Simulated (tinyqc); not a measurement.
Comparisons within one model: carbon nanotube by zone folding. A value that a table varies takes the place of the one given here.

Circumference C = n a1 + m a2, a = sqrt3 acc; d = a sqrt(n^2 + nm + m^2)/pi; tan(theta) = sqrt3 m/(2n + m); dR = gcd(2n + m, 2m + n); T = t1 a1 + t2 a2 with t1 = (2m + n)/dR, t2 = -(2n + m)/dR, |T| = sqrt3 pi d/dR; N = 2 (n^2 + nm + m^2)/dR hexagons a cell. On cutting line mu = 0 to N - 1 at x = k|T|/(2 pi) the phases are p1 = 2 pi (-t2 mu + m x)/N, p2 = 2 pi (t1 mu - n x)/N, and E = -/+ t |1 + exp(i p1) + exp(i p2)|.

Values chosen for the exercise (near those used for carbon; not measured data): t = 2.83 eV (hopping); acc = 1.44 angstrom (bond length); tubes = ((9, 1), (16, 0), (9, 8), (10, 2), (16, 12), (12, 7), (16, 15)) (pairs (n, m)); n = 19 (chiral index); m = 0 (chiral index).

## Semiconducting tubes compared

E11 and E22 are twice the two lowest band edges; the cone gives E11 d = 2 t acc and E22/E11 = 2.

Tubes:

| (n,m) | d (angstrom) | theta (deg) | (n - m) mod 3 | E11 (eV) | E22 (eV) | E11 d/(2 t acc) | E22/E11 |
|---|---|---|---|---|---|---|---|
| (9,1) | 7.57 | 5.2 | 2 | 1.1064 | 2.0024 | 1.028 | 1.810 |
| (16,0) | 12.70 | 0.0 | 1 | 0.6291 | 1.3280 | 0.980 | 2.111 |
| (9,8) | 11.70 | 28.1 | 1 | 0.6937 | 1.3854 | 0.995 | 1.997 |
| (10,2) | 8.84 | 8.9 | 2 | 0.9422 | 1.7404 | 1.022 | 1.847 |
| (16,12) | 19.32 | 25.3 | 1 | 0.4203 | 0.8459 | 0.996 | 2.013 |
| (12,7) | 13.21 | 21.4 | 2 | 0.6206 | 1.2060 | 1.006 | 1.943 |
| (16,15) | 21.32 | 28.9 | 1 | 0.3818 | 0.7633 | 0.999 | 1.999 |

E11 follows 1/d first. For mod 1 the scaled E11 lies below one (0.980 to 0.999) and E22/E11 on both sides of two (1.997 to 2.111). For mod 2 the scaled E11 lies above one (1.006 to 1.028) and E22/E11 below two (1.810 to 1.943). The largest departure of the scaled E11 is that of (9,1); warping acts as cos(3 theta)/d, most for thin tubes near zigzag. Below about 8 angstrom curvature, left out of zone folding, changes the gaps further.

## Neighbouring tubes

Diameter, chiral angle and twice the lowest band edge. Each row changes one parameter from the base and keeps the others.

Results:

| case | d (angstrom) | theta (deg) | gap (eV) |
|---|---|---|---|
| base | 15.084 | 0.00 | 0.5315 |
| n = 20 | 15.878 | 0.00 | 0.5208 |
| m = 1 | 15.497 | 2.54 | 0.0000 |
| t = 2.972 eV | 15.084 | 0.00 | 0.5581 |
| acc = 1.46 angstrom | 15.294 | 0.00 | 0.5315 |

The largest shifts from the base row, up to three for each result and ties (the steps differ in size, so this ranks the rows, not the parameters). d (angstrom): n +0.794, m +0.412, acc +0.210; unchanged at the printed digits by t. theta (deg): m +2.54; unchanged at the printed digits by n, t and acc. gap (eV): m -0.5315, t +0.0267, n -0.0106; unchanged at the printed digits by acc. In zone folding the gap does not depend on acc at fixed (n, m); a step in n or m changes (n - m) mod 3 and closes the gap where that becomes zero.

(tinyqc, `OMP_NUM_THREADS=1 python tinyqc.py 1480812 1480813 out.jsonl`, Intel(R) Xeon(R) Processor @ 2.30GHz, 1 thread, shared host, about 0.04 s.)
